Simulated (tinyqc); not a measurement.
Hubbard chain of 3 sites, step by step. Computed by tinyqc, a small Python program that keeps every step. Settings: hopping = 1.2, U = 7.1, mixing = 1, iteration cap = 83. Command: `OMP_NUM_THREADS=1 python tinyqc.py 27462 27463 out.jsonl` (the two numbers bound the seeds that draw the settings). One thread of a shared host (Intel(R) Xeon(R) Processor @ 2.60GHz), about 0.2 s of CPU time with the checks.

one-body matrix (hopping and site energies) (eV):
```
           1          2          3
1   0.000000  -1.200000   0.000000
2  -1.200000   0.000000  -1.200000
3   0.000000  -1.200000   0.000000
```

U = 7.100000 eV

electrons, up and down: 1  1

n(up) at the start (a guess, not normalised): 1 0.333000, 2 0.333000, 3 0.333000

n(down) at the start (a guess): 1 0.333000, 2 0.333000, 3 0.333000

Each step fills the lowest levels of T + U n(other spin) and sets n(new) = n + mixing (n(out) - n); stop when output and input agree to 1e-8.

Course of the cycle:
```
iteration       E (eV)  largest |n(out) - n(in)|  mean |n_up - n_down|
1          -0.73161255                  1.67e-01              0.000000
2          -0.59593366                  2.32e-01              0.000000
3          -0.20164811                  3.32e-01              0.000000
4           0.01672869                  4.21e-01              0.000000
5           0.88519783                  5.39e-01              0.000000
6           0.70778482                  6.03e-01              0.000000
7           1.71515400                  6.67e-01              0.000000
8           1.02186014                  6.90e-01              0.000000
9           1.99601395                  7.09e-01              0.000000
10          1.10541712                  7.15e-01              0.000000
11          2.06277462                  7.19e-01              0.000000
...                ...                       ...                   ...
73          2.05224707                  7.41e-01              0.000000
74          2.12941111                  7.40e-01              0.000000
75          2.06145029                  7.40e-01              0.000000
76          2.12119981                  7.39e-01              0.000000
77          2.06858718                  7.39e-01              0.000000
78          2.11485199                  7.38e-01              0.000000
79          2.07411984                  7.38e-01              0.000000
80          2.10994294                  7.38e-01              0.000000
81          2.07840772                  7.38e-01              0.000000
82          2.10614550                  7.38e-01              0.000000
83          2.08173017                  7.38e-01              0.000000
```

Can the last value be used, and what does the course show?

Not by the stop rule. Not converged within 83 iterations: the residual has stopped falling. The lowest mean-field energy found from random starts is -1.75635 eV. Reruns (cap 100 unless said): mixing 0.2: converged in 48 to a higher stationary point (E = -0.91155); mixing 0.5: converged in 17 to a higher stationary point (E = -0.91155); mixing 0.9: not converged; the original settings with a cap of 400: not converged.
